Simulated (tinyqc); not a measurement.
# MOS capacitor on a p-type substrate, surface potential from the exact charge relation: effect of the reverse bias of the inversion layer against the body on threshold and swing

Uniform p-type substrate, Boltzmann statistics, full ionisation, classical densities. psi is the surface potential against the body (positive when the bands bend down) and u = psi/Vt. Traps are spread evenly over the gap and neutral at flat band, so their charge is -q Dit psi; the minority quasi-Fermi level is shifted by Vb.

ni = sqrt(Nc Nv) exp(-Eg/(2 Vt)), Eg in volts; phiF = Vt ln(N/ni); Cox = eps0 eox/tox; Vfb = phiM - chi - (Eg - Vt ln(Nv/N)) - q Nf/Cox; VT = Vfb + [(2 phiF + Vb)(1 + q Dit/Cox) + sqrt(2 eps0 eps_r q N (2 phiF + Vb))/Cox]. gamma = sqrt(2 eps0 eps_r q N)/Cox; Wm = sqrt(2 eps0 eps_r (2 phiF + Vb)/(q N)); m = 1 + (eps0 eps_r/Wm + q Dit)/Cox; swing m Vt ln 10; Cmin/Cox = 1/(1 + Cox Wm/(eps0 eps_r)).

Parameters, values chosen for the exercise; band and dielectric values those of a made-up semiconductor: temperature T = 300 K; band gap Eg = 1.36 eV; relative permittivity eps_r = 14.2; conduction-band density of states at T Nc = 2.77e19 cm^-3; valence-band density of states at T Nv = 2.56e19 cm^-3; electron affinity chi = 4.99 eV; acceptor density of the substrate N = 1.3e16 cm^-3; relative permittivity of the gate insulator (close to silicon dioxide) eox = 3.9; insulator thickness tox = 4 nm; gate work function phiM = 5.65 eV; fixed charge at the interface, in units of q Nf = 1.5e10 cm^-2; density of interface traps Dit = 0 cm^-2 eV^-1.

Constants: q = 1.602176634e-19 C, kB = 1.380649e-23 J/K, Vt = kB T/q, eps0 = 8.8541878128e-14 F/cm where lengths are in cm. Results are converted to the units shown.

The same in every row: Vfb (V) = -0.5067; 2 phiF (V) = 0.9658; gamma (V^0.5) = 0.08383.

Effect of the reverse bias of the inversion layer against the body on threshold and swing:
```
Vb (V)	VT (V)	Wm (nm)	m	swing (mV/decade)	Cmin/Cox
0	0.5415	341.5	1.043	62.07	0.04091
0.4	0.9571	406.1	1.036	61.66	0.03462
0.8	1.370	461.7	1.032	61.40	0.03058
1.2	1.782	511.3	1.028	61.22	0.02769
1.6	2.193	556.6	1.026	61.08	0.02550
2	2.603	598.4	1.024	60.98	0.02376
2.4	3.013	637.5	1.023	60.89	0.02234
2.8	3.422	674.3	1.022	60.81	0.02114
```

As Vb goes from 0 to 2.8, VT rises from 0.541 to 3.42 V, the swing falls from 62.1 to 60.8 mV/decade and Cmin/Cox falls from 0.0409 to 0.0211. Vfb does not move. The slope |dVT/dVb| between the first two rows is 1.04, close to m (VT is counted against the body; against the source it is m - 1).

Program tinyqc, `OMP_NUM_THREADS=1 python tinyqc.py 2060113 2060114 out.jsonl`; Intel Xeon 2.30GHz, shared host, one thread, about 0.01 s.
